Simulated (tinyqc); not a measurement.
Tunnelling through a gate dielectric, WKB transmission and Tsu-Esaki current: two steps of the calculation.

Electrons leave the emitter at x = 0. Energies E (motion across the layers) are in eV from the emitter Fermi level; the collector Fermi level lies at -V and offers states at every E. No charge in the dielectric and no image force: F1 = V/t1, U = phi1 - F1 x. With C = hbar^2/(2 m0), kappa = sqrt(m (U - E)/C) where U > E and 0 elsewhere; T(E) = exp(-S), S = 2 times the integral of kappa over x.

Parameters, values chosen for the exercise; dielectric values close to those of silicon dioxide:
- T = 400 K (temperature)
- Ef = 0.19 eV (Fermi energy of the emitter above its band bottom)
- me = 0.54 m0 (emitter mass in the supply function)
- phi1 = 3.05 eV (barrier of layer 1 above the emitter Fermi level at zero bias)
- m1 = 0.48 m0 (tunnelling mass of layer 1)
- t1 = 1.2 nm (thickness of layer 1)
- V = 1 V (voltage across the dielectric)
- E = -0.16 eV (energy of the electron followed)
- nc = 9 (cells in each layer)
- Ea = -0.19 eV (lower end of the energy grid)
- Eb = 0.34 eV (upper end of the energy grid)
- nE = 11 (points of the energy grid)

Constants: q = 1.602176634e-19 C, kB = 1.380649e-23 J/K, hbar = 1.054571817e-34 J s, m0 = 9.1093837015e-31 kg, Vt = kB T/q, hbar^2/(2 m0) = 0.0380998212 eV nm^2. Results are converted to the units shown.

Task 1. WKB exponent by the midpoint rule. Cut each layer into nc equal cells, take U and kappa at the cell centres, and sum S = 2 sum kappa h.

Wanted: x; U; kappa; S; T(E).

Result 1.

x, cell 0 to 8 (nm): [0.067, 0.200, 0.333, 0.467, 0.600, 0.733, 0.867, 1.000, 1.133]
U, cell 0 to 8 (eV): [2.994, 2.883, 2.772, 2.661, 2.550, 2.439, 2.328, 2.217, 2.106]
kappa, cell 0 to 8 (1/nm): [6.304, 6.192, 6.078, 5.962, 5.843, 5.722, 5.598, 5.472, 5.343]
S = 14.00
T(E) = 8.285e-7

Task 2. Current density on a coarse energy grid. Each layer adds (2/F) sqrt(m/C) [G(u at its left edge) - G(u at its right edge)] to S, with u = U - E (0 where negative) and G(u) = (2/3) u^1.5. The slope follows from 1/d = -dS/dE.

J = J0 times the integral of T(E) N(E) dE, N = ln[(1 + exp(-E/Vt))/(1 + exp((-E - V)/Vt))], J0 = q^2 me m0 kB T/(2 pi^2 hbar^3) (times 1e-4 for A/cm^2 per eV), by Simpson's rule on nE equally spaced points from Ea to Eb.

Give: E; T(E); N; T(E) N; J0; J.

Result 2.

E, point 0 to 10 (eV): [-0.1900, -0.1370, -0.0840, -0.0310, 0.0220, 0.0750, 0.1280, 0.1810, 0.2340, 0.2870, 0.3400]
T(E), point 0 to 10: [7.667e-7, 8.798e-7, 1.011e-6, 1.164e-6, 1.341e-6, 1.548e-6, 1.789e-6, 2.072e-6, 2.403e-6, 2.793e-6, 3.251e-6]
N, point 0 to 10: [5.516, 3.993, 2.521, 1.241, 0.4241, 0.1075, 0.02410, 0.005228, 0.001126, 2.421e-4, 5.202e-5]
T(E) N, point 0 to 10: [4.229e-6, 3.513e-6, 2.549e-6, 1.444e-6, 5.687e-7, 1.664e-7, 4.313e-8, 1.083e-8, 2.706e-9, 6.760e-10, 1.691e-10]
J0 = 3.012e8 A/(cm^2 eV)
J = 165.5 A/cm^2

The integrand peaks at E = -0.190 eV among these points.

tinyqc, about 0.02 s, one thread, Intel Xeon 2.30GHz (shared host): `OMP_NUM_THREADS=1 python tinyqc.py 2540113 2540114 out.jsonl`
